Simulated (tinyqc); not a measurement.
Inside a calculation. Model: electron continuity equation in a given potential, Scharfetter-Gummel discretisation.

tinyqc, about 0.01 s, one thread, Intel Xeon 2.30GHz (shared host): `OMP_NUM_THREADS=1 python tinyqc.py 2220138 2220139 out.jsonl` Printed values are rounded.

Steady state in one dimension: J = q mu n E + q D dn/dx with E = -dpsi/dx and D = mu Vt, dJ/dx = q (n/tau - G), fixed densities nL and nR at the ends. The potential is given, psi = 0 for x < L/2 and U (2 x/L - 1) beyond, and is not changed by the electrons.

Parameters, values chosen for the exercise; mobility close to that of silicon at room temperature:
- T = 400 K (temperature)
- mu = 1340 cm^2/(V s) (electron mobility)
- L = 2.9 um (length of the region)
- nL = 6.4e15 cm^-3 (density at x = 0)
- nR = 0 cm^-3 (density at x = L)
- tau = 1.1e-9 s (lifetime)
- G = 0 cm^-3 s^-1 (uniform generation rate)
- U = 0.44 V (potential difference psi(L) - psi(0))

Constants: q = 1.602176634e-19 C, kB = 1.380649e-23 J/K, Vt = kB T/q. Results are converted to the units shown.

## Potential on the mesh

8 equal intervals, h = L/8; psi = 0 for x < L/2 and U (2 x/L - 1) beyond.

psi, node 0 to 8 (V): 0.000000  0.000000  0.000000  0.000000  0.000000  0.110000  0.220000  0.330000  0.440000

## Bernoulli factors

d_i = (psi_(i+1) - psi_i)/Vt; B(d) = d/(exp(d) - 1), B(0) = 1. The flux on interval i is J_i = (q D/h) [n_(i+1) B(d_i) - n_i B(-d_i)].

```
interval      d_i    B(d_i)  B(-d_i)
0         0.00000         1        1
1         0.00000         1        1
2         0.00000         1        1
3         0.00000         1        1
4         3.19124  0.136854  3.32810
5         3.19124  0.136854  3.32810
6         3.19124  0.136854  3.32810
7         3.19124  0.136854  3.32810
```

The largest |d_i| is 3.19, above 2, where central differences lose the sign pattern that keeps densities positive.

## Tridiagonal system for the inner nodes

Row i (1 to 7): B(-d_(i-1)) n_(i-1) + b_i n_i + B(d_i) n_(i+1) = f_i with b_i = -B(-d_i) - B(d_(i-1)) - h^2/(D tau) and f_i = -G h^2/D; the known end values are moved to the right: f_1 loses B(-d_0) nL and f_7 loses B(d_7) nR. h = L/8, D = mu Vt.

```
node  diagonal b  right side f (cm^-3)
1       -2.02586               -6.4e15
2       -2.02586                     0
3       -2.02586                     0
4       -4.35396                     0
5       -3.49081                     0
6       -3.49081                     0
7       -3.49081                     0
```

## Densities and current

B(d) = d/(exp(d) - 1) with d_i = (psi_(i+1) - psi_i)/Vt; b and f are the diagonal and right side of the balance equations. Solve B(-d_(i-1)) n_(i-1) + b_i n_i + B(d_i) n_(i+1) = f_i (end values already in f), then J_i = (q D/h) [n_(i+1) B(d_i) - n_i B(-d_i)], h = L/8, D = mu Vt.

n, node 0 to 8 (cm^-3): 6.4e15  4.76148e15  3.24610e15  1.81469e15  4.30203e14  4.26718e14  4.22624e14  4.02924e14  0
J, interval 0 to 7 (A/cm^2): -334.497  -309.357  -292.218  -282.636  -280.365  -278.112  -275.881  -273.753

Against a mesh 200 times finer the densities are off by at most 0.25 % of their local values.
